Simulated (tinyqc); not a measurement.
From results back to parameters: free-carrier optics of a doped semiconductor (Drude model with one polar phonon). Four cases, with inputs chosen for the exercise.

Problem. The upper coupled mode solves E^4 - (wL^2 + Ep^2) E^2 + Ep^2 wT^2 = 0 with wL = wT sqrt(es/ei); N is hidden.

eps(E) = ei [1 - Ep^2/(E^2 + i E Gam)] + (es - ei) wT^2/(wT^2 - E^2 - i E gT), with Ep^2 = 8 pi c (e^2/(4 pi eps0)) N/(m ei), c = hbar^2/2m0, N in 1/angstrom^3 (1e-24 per 1/cm^3); Gam = hbar/tau, tau = mu m m0/e with m0/e = 5.685630e-12 kg/C and mu in m^2/(V s). Energies in meV.

Constants: hbar^2/2m0 = 3.80998211 eV angstrom^2; e^2/(4 pi eps0) = 14.39964547 eV angstrom.

Find: Ep; N; L-.

Method. Ep^2 = L+^2 (L+^2 - wL^2)/(L+^2 - wT^2); the product of the roots gives L- = Ep wT/L+.

Case 1.

Values chosen (mass and dielectric values near those of GaN; N and mu are free inputs; interband absorption and the rise of the mass with filling are left out; not measured data):
- m = 0.216 m0 (conductivity mass)
- ei = 5.31 (high-frequency dielectric constant)
- wT = 70.5 meV (TO phonon)
- es = 9.39 (static dielectric constant)

L+ = 97.3400 meV

Solution.

Ep = 37.98 meV
N = 1.20e+18 1/cm^3
L- = 27.51 meV

Case 2.

Values chosen (mass and dielectric values near those of GaAs; N and mu are free inputs; interband absorption and the rise of the mass with filling are left out; not measured data):
- m = 0.0696 m0 (conductivity mass)
- ei = 10.98 (high-frequency dielectric constant)
- wT = 33.1 meV (TO phonon)
- es = 13.07 (static dielectric constant)

L+ = 41.2702 meV

Solution.

Ep = 33.45 meV
N = 6.20e+17 1/cm^3
L- = 26.82 meV

Case 3.

Values chosen (mass and dielectric values near those of GaAs; N and mu are free inputs; interband absorption and the rise of the mass with filling are left out; not measured data):
- m = 0.0708 m0 (conductivity mass)
- ei = 11.09 (high-frequency dielectric constant)
- wT = 32.9 meV (TO phonon)
- es = 13.1 (static dielectric constant)

L+ = 37.3068 meV

Solution.

Ep = 22.57 meV
N = 2.90e+17 1/cm^3
L- = 19.90 meV

Case 4.

Values chosen (mass and dielectric values near those of InSb; N and mu are free inputs; interband absorption and the rise of the mass with filling are left out; not measured data):
- m = 0.0135 m0 (conductivity mass)
- ei = 15.42 (high-frequency dielectric constant)
- wT = 22.3 meV (TO phonon)
- es = 16.55 (static dielectric constant)

L+ = 40.5209 meV

Solution.

Ep = 39.87 meV
N = 2.40e+17 1/cm^3
L- = 21.94 meV

Computed by tinyqc, one run a case: `OMP_NUM_THREADS=1 python tinyqc.py N N+1 out.jsonl` with N = 1680029, 1680088, 1680171, 1680195; one thread of a shared Intel(R) Xeon(R) Processor @ 2.30GHz, about 0.01 s a run at most.
